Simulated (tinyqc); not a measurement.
Static constant against the gap: interband optics of a two-band s-p chain from momentum matrix elements.

H(k) = [[Es - 2 ts cos ka, 2i V sin ka], [-2i V sin ka, Ep_ + 2 tp cos ka]] in the basis s, p; the lower band is full, with two electrons a cell. The velocity operator times hbar is W = dH/dk (eV angstrom); intra-atomic dipoles are left out.

With w(k) = |<c|W|v>|^2 and D(k) = Ec - Ev, on the mesh k_j = (j + 1/2)/N (2 pi/a): eps(E) = 1 + (8 pi e2/(a Ar)) mean_j (w/D^2) [1/(D - E - i eta) + 1/(D + E + i eta)], e2 = e^2/(4 pi eps0); light polarised along the chains, no local fields.

Constants: e^2/(4 pi eps0) = 14.39964547 eV angstrom; hbar^2/2m0 = 3.80998211 eV angstrom^2.

Values chosen for the exercise:
- a = 3.07 angstrom (period)
- Ep_ = -2.03 eV (lower orbital (p))
- ts = 0.49 eV (s-s hopping)
- tp = 0.44 eV (p-p hopping)
- V = 1.02 eV (s-p hopping)
- Ar = 8.6 angstrom^2 (cross-section per chain)

Es takes the values listed; mesh of 400 points; the Penn-type estimate is 1 + 8 pi c e2 n_eff/(a Ar Dm^2) with Dm the f-weighted mean of D, f = w/(c D), n_eff = 2 mean(f), c = hbar^2/2m0.

Results:
```
Es (eV)  smallest D (eV)  Dm (eV)  n_eff  eps(0)  estimate
2.17               2.340    4.399  2.016  10.191     6.439
2.47               2.640    4.694  1.920   8.129     5.550
2.97               3.140    5.184  1.776   5.923     4.451
3.47               3.640    5.675  1.650   4.570     3.676
4.47               4.640    6.657  1.442   3.076     2.699
5.47               5.640    7.642  1.276   2.323     2.141
7.47               7.640    9.618  1.034   1.639     1.584
```

What can be read from this table?

eps(0) - 1 falls from 9.191 to 0.639, as Dm^-3.41; a fixed n_eff would give the power -2, and n_eff goes from 2.016 to 1.034. The single-gap estimate is low by 40.8 % of eps(0) - 1 in the first row and 8.6 % in the last, since 1/D^2 favours the smallest separations. n_eff need not equal the 2 electrons of the cell: a two-orbital basis with chosen hoppings does not obey the free-electron sum rule.

Program tinyqc; command `OMP_NUM_THREADS=1 python tinyqc.py 1650898 1650899 out.jsonl`; about 0.01 s on one thread of a shared Intel(R) Xeon(R) Processor @ 2.30GHz.
